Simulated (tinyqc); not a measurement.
A particle near a wafer in liquid: double-layer and van der Waals forces (DLVO), deposition barrier and removal: one step, computed by the program tinyqc.

Sphere and flat wall, Derjaguin approximation, constant potentials in the linear-superposition form, no retardation and no hydration force.

Question. Screening. kappa^2 = 2 z^2 e^2 N_A (1000 c)/(eps eps_0 k_B T); gamma_i = tanh(z e psi_i/(4 k_B T)); Z = 64 pi eps eps_0 (k_B T/(z e))^2 gamma_1 gamma_2.

Inputs (values chosen for the exercise, of the order of those for ceria on silica in water): particle radius R = 19 nm; potential of the particle psi_1 = 50 mV; potential of the wafer psi_2 = -32 mV; salt concentration c = 0.025 mol/L; valence z of the symmetric salt = 1; temperature T = 323 K; dielectric constant of the liquid = 69.9.

Constants: e = 1.602176634e-19 C; N_A = 6.02214076e+23 1/mol; eps_0 = 8.8541878128e-12 F/m; k_B = 1.380649e-23 J/K; k_B = 8.617333262e-05 eV/K.

Give: kappa; Debye length; gamma_1; gamma_2; Z; kappa R.

Answer.

kappa = 0.52919 1/nm

Debye length = 1.8897 nm

gamma_1 = 0.42115

gamma_2 = -0.27976

Z = -11.359 pN

kappa R = 10.055

Opposite signs: the double layers attract.
